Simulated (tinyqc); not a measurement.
Raising U: Hubbard chain of 6 sites, mean field against exact. Computed by the program tinyqc. Collinear unrestricted mean field (the lowest of 40 random starts) against exact diagonalisation.

one-body matrix (hopping and site energies) (eV):
```
,1,2,3,4,5,6
1,0.0000,-0.8600,0.0000,0.0000,0.0000,0.0000
2,-0.8600,0.0000,-0.8600,0.0000,0.0000,0.0000
3,0.0000,-0.8600,0.0000,-0.8600,0.0000,0.0000
4,0.0000,0.0000,-0.8600,0.0000,-0.8600,0.0000
5,0.0000,0.0000,0.0000,-0.8600,0.0000,-0.8600
6,0.0000,0.0000,0.0000,0.0000,-0.8600,0.0000
```

electrons, up and down: 3  3

Exact and mean-field results (eV):
```
U,U/t,E exact,E mean field,mean |n_up - n_down|,"double occupancy, exact",first gap in the sector
0.4300,0.5000,-5.394971,-5.364610,0.0000,0.2265,0.6813
0.8600,1.0000,-4.840848,-4.719610,0.0000,0.2031,0.6106
1.7200,2.0000,-3.909830,-3.480441,0.4041,0.1584,0.4976
2.5800,3.0000,-3.195818,-2.606773,0.6726,0.1197,0.4113
3.4400,4.0000,-2.659606,-2.040301,0.8030,0.0896,0.3449
5.1600,6.0000,-1.949372,-1.401104,0.9093,0.0522,0.2546
10.3200,12.0000,-1.045241,-0.712672,0.9770,0.0160,0.1371
17.2000,20.0000,-0.637682,-0.429139,0.9917,0.0061,0.0837
```

Estimate the missing row, U = 6.88.

Computed row:
```
U          U/t    E exact  E mean field  mean |n_up - n_down|  double occupancy, exact  first gap in the sector
6.8800  8.0000  -1.520565     -1.061466                0.9485                   0.0329                   0.1991
```

In absolute terms mean field is worst at U/t = 4.0, 0.619 eV too high: at small U it is nearly exact, and at large U it misses only exchange-scale energies. Its local moments set in at U/t = 2.0 of those listed, a broken symmetry that the exact state of a finite cluster with equal spins does not have. Relative to the exact energy its error is 0.6 % at the smallest U, 33 % at most and 33 % at the largest. The double occupancy falls from 0.226 to 0.006; at the largest U the first gap is 0.49 times the exchange scale 4t^2/U.
